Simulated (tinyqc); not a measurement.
Inside a calculation. Model: rigid-ion and shell models of the dielectric response of an ionic crystal. Computed by tinyqc, a small Python program that keeps every step. Command: `OMP_NUM_THREADS=1 python tinyqc.py 3026871 3026872 out.jsonl shell walk`. One thread of a shared host (Intel(R) Xeon(R) Processor @ 2.30GHz), about 0.01 s of CPU time with the checks. Intermediate numbers are printed to about 5 digits and carried at full precision; extremes and crossings named in words are read from the listed rows.

Charges +Z and -Z; 6 nearest neighbours, Madelung constant M = 1.747565, volume per ion pair Omega = 2.000000 d^3. Energy per pair U = -M Z^2 e2/d + 6 A exp(-d/rho), e2 = e^2/(4 pi eps_0). In the shell model the anion is a core of charge Y - Z and a massless shell of charge -Y, joined by the spring k; the repulsion acts on the shell. Each ion feels the Lorentz field E + (4 pi/3) P (Gaussian units).

Inputs (values chosen for the exercise, for a model crystal):

| quantity | value | unit |
|---|---|---|
| nearest-neighbour distance d | 2.38 | angstrom |
| ionic charge Z | 1 | e |
| hardness d/rho | 9.55 | - |
| cation mass | 14.5 | u |
| anion mass | 16 | u |
| shell charge size Y | 2.48 | e |
| core-shell spring k | 42.2 | eV/angstrom^2 |
| cation polarisability alpha_+ | 0.64 | angstrom^3 |
| film thickness t | 4.2 | nm |

Structure: rock salt.

Constants: e^2/(4 pi eps_0) = 14.39964548 eV angstrom; 1 eV/angstrom^3 = 160.2176634 GPa; nu for 1 eV/(angstrom^2 u) = 15.6333042 THz; 1 THz = 33.35640952 1/cm; eps_0 = 8.8541878128e-12 F/m; h x 1 THz = 4.135667696 meV.

## Equilibrium, bulk modulus and repulsive spring

Zero pressure fixes 6 A exp(-d/rho) = M Z^2 e2 rho/d^2. Then U = -(M Z^2 e2/d)(1 - rho/d), B = M Z^2 e2 (d/rho - 2)/(9 Omega d), and the spring of one sublattice against the other is R = (1/3) x (Laplacian of the repulsion summed over neighbours) = M Z^2 e2 (d/rho - 2)/(3 d^3), so R = 3 B Omega/d^2.

volume Omega = 26.963 angstrom^3

lattice energy U = -9.4661 eV/pair

bulk modulus B = 52.706 GPa

repulsive spring R = 4.6976 eV/angstrom^2

## Rigid ions

With C = 4 pi Z^2 e2/(3 Omega): mu lambda_TO = R - C, mu lambda_LO = R + 2 C; eps_inf = 1 and eps_s = lambda_LO/lambda_TO. lambda in eV/(angstrom^2 u) gives the wavenumber 15.6333042 x 33.35640952 x sqrt(lambda); mu is the reduced mass.

Coulomb spring C = 2.2371 eV/angstrom^2

omega_TO, rigid ions = 296.59 1/cm

omega_LO, rigid ions = 572.62 1/cm

eps_s, rigid ions = 3.7275

## Shell model: electronic response

Eliminating the shell gives the anion polarisability alpha_- = Y^2 e2/(k + R), the Szigeti charge Z_S = Z - Y R/(k + R) and the softened spring R' = k R/(k + R). With b = 4 pi (alpha_+ + alpha_-)/(3 Omega): eps_inf = (1 + 2b)/(1 - b) (Clausius-Mossotti); Born charge Z* = Z_S (eps_inf + 2)/3.

anion polarisability alpha_- = 1.8884 angstrom^3

Szigeti charge Z_S = 0.75158 e

softened spring R' = 4.2271 eV/angstrom^2

b = 0.39281

eps_inf = 2.9408

Born charge Z* = 1.2378 e

Overlap pushes the shell back and lowers the effective charge to 75 % of Z; the local field then raises the Born charge to 124 % of Z.

## Shell model: lattice response

mu lambda_TO = R' - (4 pi e2/(3 Omega)) Z_S^2/(1 - b); mu lambda_LO = mu lambda_TO + 4 pi e2 Z*^2/(eps_inf Omega); eps_s = eps_inf lambda_LO/lambda_TO.

mu lambda_TO = 2.1459 eV/angstrom^2

omega_TO = 276.98 1/cm

omega_LO = 449.13 1/cm

eps_s = 7.7325

share of R' left after the dipole term = 0.50766

The dipole field cancels 49 % of the short-range spring.

## As a gate dielectric

Capacitance per area eps_0 eps_s/t; equivalent oxide thickness EOT = t x 3.9/eps_s; the surface optical mode against silicon (eps = 11.7) lies at omega_TO sqrt[(eps_s + 11.7)/(eps_inf + 11.7)], and its squared coupling to channel electrons scales as g = hbar omega_SO [1/(11.7 + eps_inf) - 1/(11.7 + eps_s)], with hbar omega = h c x wavenumber.

capacitance per area = 16.301 fF/micrometre^2

equivalent oxide thickness = 2.1183 nm

surface optical mode = 319.10 1/cm

remote-phonon coupling g = 0.66633 meV

## From rigid to soft shells

The formulas are those given above.

Response against the core-shell spring:

| k (eV/angstrom^2) | eps_inf | Z_S | Z* | omega_TO (1/cm) | omega_LO (1/cm) | eps_s |
|---|---|---|---|---|---|---|
| 34 | 3.5043 | 0.69894 | 1.2824 | 275.44 | 434.12 | 8.7051 |
| 42 | 2.9510 | 0.75052 | 1.2386 | 276.95 | 448.81 | 7.7500 |
| 55 | 2.4770 | 0.80485 | 1.2011 | 278.23 | 465.99 | 6.9480 |
| 76 | 2.1092 | 0.85563 | 1.1720 | 279.22 | 483.95 | 6.3360 |
| 110 | 1.8431 | 0.89843 | 1.1509 | 279.94 | 500.79 | 5.8986 |
| 170 | 1.6505 | 0.93331 | 1.1357 | 280.46 | 515.89 | 5.5846 |
| 340 | 1.4857 | 0.96620 | 1.1226 | 280.90 | 531.44 | 5.3180 |
| 1300 | 1.3707 | 0.99107 | 1.1135 | 281.20 | 544.16 | 5.1328 |

From the stiffest to the softest shell eps_inf rises from 1.37 to 3.50 and Z_S falls from 0.99 to 0.70; omega_LO moves by -20 % and omega_TO by -2.0 %. Screening by eps_inf cuts the LO frequency, which rigid ions overstate (rigid ions: 573 per cm); eps_s goes from 5.13 to 8.71.

Checks made by the program: TO spring by direct elimination of the shell from the 2 x 2 energy matrix (relative difference below 1e-10); Szigeti's relation mu lambda_TO (eps_s + 2)/(eps_inf + 2) = R' (relative difference below 1e-10).
